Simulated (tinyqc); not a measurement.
## MOS inversion layer, Poisson-Schroedinger loop: mixing schemes compared

Electrons confined at an insulator interface at z = 0, treated as a hard wall; parabolic valleys, Hartree approximation, no image or exchange terms. The depletion charge lies far deeper than the electrons and gives a uniform field q Nd/(eps0 eps_r); the gate balances all charge. Energies are counted from the band edge at the interface.

V0 = q Nd z/(eps0 eps_r) in eV.

Tridiagonal Hamiltonian with psi = 0 one step beyond both ends: H_ii = C (1/m_(i-1/2) + 1/m_(i+1/2))/hz^2 + V0_i + U_i (+ dE for the set B), H_(i,i+1) = -C/(m_(i+1/2) hz^2), C = hbar^2/(2 m0). The lowest 2 level(s) of each valley set are kept, normalised to hz sum |psi|^2 = 1. The mass is the same on all intervals.

Level k holds N_k = D_k Vt ln(1 + exp((EF - E_k)/Vt)) with D = md1 m0 q/(pi hbar^2) for the set A, D = 3 md2 m0 q/(pi hbar^2) for the set B per eV (spin included); EF is fixed by sum N_k = Ns.

n_i = sum_k N_k |psi_k|^2 (converted to cm^-3). Hartree part by Gauss: on the interval before node i the electrons still beyond are S_i = Ns - hz sum_(j<i) n_j, and U_i = U_(i-1) + q S_i hz/(eps0 eps_r) in eV, U_0 = 0 at the interface. Mixing: U(new) = U + a (U(out) - U).

Rounds from U = 0 until the largest |U(out) - U| is below 1e-7 eV (the round that meets it is counted). Anderson mixing of depth m keeps the last m inputs V and residuals F = V(out) - V(in), fits c by least squares to F = dF c over their successive differences dF, dV, and sets V(new) = V + a F - (dV + a dF) c.

Inputs (values chosen for the exercise); masses and permittivity close to those of germanium (111):
- T = 200 K (temperature)
- eps_r = 16.2 (relative permittivity)
- mz1 = 1.62 m0 (mass along z of valley set A (1 valley(s)))
- md1 = 0.0823 m0 (in-plane density-of-states mass of set A)
- mz2 = 0.0921 m0 (mass along z of valley set B (3 valley(s)))
- md2 = 0.338 m0 (in-plane density-of-states mass of set B)
- Ns = 6.2e11 cm^-2 (sheet density of electrons)
- Nd = 9.1e11 cm^-2 (sheet density of depletion charge)
- dE = 0.06 eV (extra shift of set B (strain))
- hz = 1.6 nm (mesh step)

Constants: q = 1.602176634e-19 C, kB = 1.380649e-23 J/K, hbar = 1.054571817e-34 J s, m0 = 9.1093837015e-31 kg, Vt = kB T/q, eps0 = 8.8541878128e-14 F/cm where lengths are in cm, hbar^2/(2 m0) = 0.0380998212 eV nm^2. Results are converted to the units shown.

z, node 1 to 15 (nm): 1.6  3.2  4.8  6.4  8  9.6  11.2  12.8  14.4  16  17.6  19.2  20.8  22.4  24

Rounds needed:
```
a	depth m	rounds
1	plain	7
0.8	plain	9
0.6	plain	14
0.4	plain	24
0.2	plain	54
0.1	plain	113
0.5	2	10
0.5	4	6
0.5	8	6
```

What does the table show?

Among the plain runs a = 1 is fastest, with 7 rounds: the response of the charge is weak enough that no damping is needed. Anderson mixing needs 6 to 10 rounds.

Computed by the program tinyqc: `OMP_NUM_THREADS=1 python tinyqc.py 2160012 2160013 out.jsonl`, one thread of a shared Intel Xeon 2.30GHz, about 0.8 s for the whole run.
